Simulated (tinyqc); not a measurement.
Inside a calculation. Method: Hubbard chain of 2 sites. One step of it, computed by the program tinyqc.

Task: The many-body Hamiltonian. Basis: all placements (u, d, 2, 0 on each site), up operators ordered before down ones; hops carry the sign of the same-spin electrons passed.

one-body matrix (hopping and site energies) (eV):
```
           1          2
1   0.000000  -0.820000
2  -0.820000   0.000000
```

U = 3.000000 eV

electrons, up and down: 1  1

Give: H.

Result:

H (eV), lower triangle:
```
         20       ud       du      02
20   3.0000
ud  -0.8200   0.0000
du  -0.8200   0.0000   0.0000
02   0.0000  -0.8200  -0.8200  3.0000
```
